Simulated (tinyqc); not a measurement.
Doping from the body effect.

Question. The threshold of a long MOSFET, counted against the source, shifts by gamma (sqrt(2 phiF + Vsb) - sqrt(2 phiF)) with gamma = sqrt(2 eps0 eps_r q N)/Cox. Find 2 phiF, gamma and N from two shifts.

Values chosen for this exercise: relative permittivity eps_r = 11.7.

Constants: q = 1.602176634e-19 C, eps0 = 8.8541878128e-14 F/cm where lengths are in cm. Results are converted to the units shown.

|VT - VT(0)| at source-body biases 0.5 and 3.1 V (V): [0.12977835, 0.57947523]
Cox = 0.58527682 uF/cm^2

Solution. The ratio of the shifts depends on 2 phiF alone and rises steadily with it, so it fixes 2 phiF; either shift then gives gamma, and gamma gives N.

2 phiF = 0.879 V
gamma = 0.548 V^0.5
N = 3.10e17 cm^-3

Program tinyqc, `OMP_NUM_THREADS=1 python tinyqc.py 2060094 2060095 out.jsonl`; Intel Xeon 2.30GHz, shared host, one thread, about 0.01 s.
